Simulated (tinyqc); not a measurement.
Liquidus of a compound AB in a simple-solution melt, liquid-phase epitaxy and vapour pressures: one step, computed by the program tinyqc. Command: `OMP_NUM_THREADS=1 python tinyqc.py 3027196 3027197 out.jsonl liq35 walk`. One thread of a shared host (Intel(R) Xeon(R) Processor @ 2.30GHz), about 0.05 s of CPU time with the checks.

x is the atom fraction of B in the melt. The melt is a simple solution: R T ln gamma_B = W (1 - x)^2, R T ln gamma_A = W x^2, W = a + b T. The solid AB is stoichiometric.

Task: Slope of the liquidus. Liquidus (Vieland): f(x) = R T ln[4 x (1 - x)] + 2 W (1/2 - x)^2 + S_F (T_F - T) = 0. dx/dT = -(df/dT)/f', df/dT = R ln[4 x (1 - x)] + 2 b (1/2 - x)^2 - S_F, f' = (1 - 2x)[R T/(x (1 - x)) - 2 W]. Concentrations: C_L = x N_A/V_L in the melt, C_S = 4/a0^3 in the solid; m = dT/dC_L.

Inputs (values chosen for the exercise, modelled on GaSb for the melt):

| quantity | value | unit |
|---|---|---|
| entropy of fusion S_F | 65.5 | J/(mol K) |
| interaction slope b | -25.3 | J/(mol K) |
| saturation temperature T | 753 | K |
| molar volume of the melt V_L | 12.2 | cm^3/mol |
| lattice constant a0 | 6.096 | angstrom |

solubility x = 0.02116704

W = 1.1491 kJ/mol

Constants: R = 8.314462618 J/(mol K); N_A = 6.02214076e+23 1/mol; k_B = 8.617333262e-05 eV/K.

Give: dx/dT; C_L; C_S; slope m; apparent heat of solution k_B T^2 d ln x/dT.

Result:

dx/dT = 3.406e-04 1/K

C_L = 1.045e+21 1/cm^3

C_S = 1.766e+22 1/cm^3

slope m = 5.948e-20 K cm^3

apparent heat of solution k_B T^2 d ln x/dT = 0.7862 eV
